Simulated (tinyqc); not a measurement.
Inside a calculation. Model: FinFET, parasitic resistance, capacitance and delay.

Computed by the program tinyqc: `OMP_NUM_THREADS=1 python tinyqc.py 2170052 2170053 out.jsonl`, one thread of a shared Intel Xeon 2.30GHz, about 0.04 s for the whole run. Printed values are rounded.

Nf fins under one contact; each has gated perimeter p = 2 Hf + Wf and cross-section A = Hf Wf; contact width Wc = Nf pf, stack height Hs = Hf. Contact length Lc = CPP - Lg - 2 Lsp, shared by two neighbouring gates. Source and drain sides are equal. The formulas are first-order estimates, not field solutions.

Inputs (values chosen for the exercise); values close to those of silicon logic devices:
- T = 300 K (temperature)
- Nf = 2 (number of fins)
- Hf = 35 nm (fin height)
- Wf = 7 nm (fin width)
- pf = 27 nm (fin pitch)
- CPP = 48 nm (contacted gate pitch)
- Lg = 14 nm (gate length)
- Lsp = 8 nm (spacer length)
- ks = 7 (relative permittivity of the spacer)
- Hc = 20 nm (gate height above the channel stack)
- rc = 4.5e-9 ohm cm^2 (contact resistivity)
- re = 0.0006 ohm cm (resistivity of the source-drain epitaxy)
- te = 20 nm (current-carrying depth of the epitaxy)
- rx = 0.00044 ohm cm (resistivity of the extension)
- Lov = 0.5 nm (gate overlap)
- Cinv = 3 uF/cm^2 (inversion capacitance)
- vx = 8.1e6 cm/s (injection velocity)
- mu = 160 cm^2/(V s) (apparent mobility)
- VT = 0.23 V (threshold at zero drain voltage)
- dl = 0.021 V/V (barrier lowering)
- n = 1.18 (subthreshold factor)
- Cw = 0.17 fF (wire load)
- Vdd = 0.75 V (supply voltage)

Constants: q = 1.602176634e-19 C, kB = 1.380649e-23 J/K, eps0 = 8.8541878128e-12 F/m, Vt = kB T/q. Results are converted to the units shown.

## Geometry and resistances

Epitaxy sheet resistance Rsh = re/te, transfer length LT = sqrt(rc/Rsh), contact Rc = [sqrt(rc Rsh)/Wc] coth(Lc/(2 LT)); extension of one fin Rx = rx Lsp/A. Effective width N p; for equal currents one side has Rc + Rx/N.

Lc = 18 nm
effective width = 154 nm
Rsh = 300 ohm
LT = 38.7298 nm
Rc = 942.533 ohm
Rx = 143.673 ohm
one side times effective width = 156.213 ohm um

Lc/2 is 0.23 transfer lengths, and Rc is 1.8 % above the area limit rc/(Wc Lc/2). The contact makes up 92.9 % of one side.

## Capacitances

With N fins: gate Cg = Cinv p N Lg; per side, plate Cp = ks eps0 [Wc (Hs + Hc) - N A]/Lsp, top fringe Cf = (2/pi) ks eps0 Wc ln(1 + Lg/(2 Lsp)), overlap Co = Cinv p N Lov. Cs = Cp + Cf + Co. An inverter of two such devices driving an equal one has the load CL = 2 (Cg + 2 Cs) + 4 Cs + Cw (its own drains counted twice for the Miller effect).

Cg = 64.68 aF
Cp = 19.2136 aF
Cf = 1.33937 aF
Co = 2.31 aF
CL = 482.264 aF

The channel capacitance gives 26.8 % of CL, the parasitic parts 37.9 % and the wire 35.3 %.

## Iteration 1: fin currents at Vgs = Vdd, Vds = Vdd/2

I at the start (uA): fin 1 0, fin 2 0

One fin: I = p Q vx u/(1 + |u|^1.8)^(1/1.8), Q = Cinv n Vt ln(1 + exp((Vg' - VT + dl Vd')/(n Vt))), u = Vd' mu/(vx Lg), Vg' = Vgs - v, Vd' = Vds - 2 v, with the drop on each side v = Rc (sum of I) + Rx I. I(new) = I + 0.5 (I(out) - I).

drop v (mV): fin 1 0, fin 2 0
I(out) (uA): fin 1 96.1372, fin 2 96.1372
I after iteration 1 (uA): fin 1 48.0686, fin 2 48.0686

## Iteration 2: fin currents at Vgs = Vdd, Vds = Vdd/2

As before.

drop v (mV): fin 1 97.5187, fin 2 97.5187
I(out) (uA): fin 1 72.5162, fin 2 72.5162
I after iteration 2 (uA): fin 1 60.2924, fin 2 60.2924

## Course of the iteration: fin currents at Vgs = Vdd, Vds = Vdd/2

Stop when the largest change of I is below 1e-6 uA, or after 80 iterations.

Course of the iteration:
```
iteration  total I (uA)  largest |change| of one entry (uA)
1               96.1372                                48.1
2               120.585                                12.2
3               124.134                                1.77
4               124.383                               0.124
5               124.397                             6.95e-3
6               124.397                             3.81e-4
7               124.397                             2.08e-5
8               124.397                             1.14e-6
9               124.397                             6.25e-8
```

Converged in 9 iterations. At the end each change is about 0.055 times the one before: linear convergence.

## Effective current, delay and energy

IH = I(Vdd, Vdd/2) = 124.397 uA
IL = I(Vdd/2, Vdd), solved likewise = 42.9856 uA

Ieff = (IH + IL)/2, delay CL Vdd/(2 Ieff), energy CL Vdd^2, with CL the load of an inverter that drives an equal one.

Ieff = 83.6915 uA
delay = 2.16090 ps
energy = 271.273 aJ

Without any series resistance Ieff would be 126 uA, so the resistances cost 33.6 %.
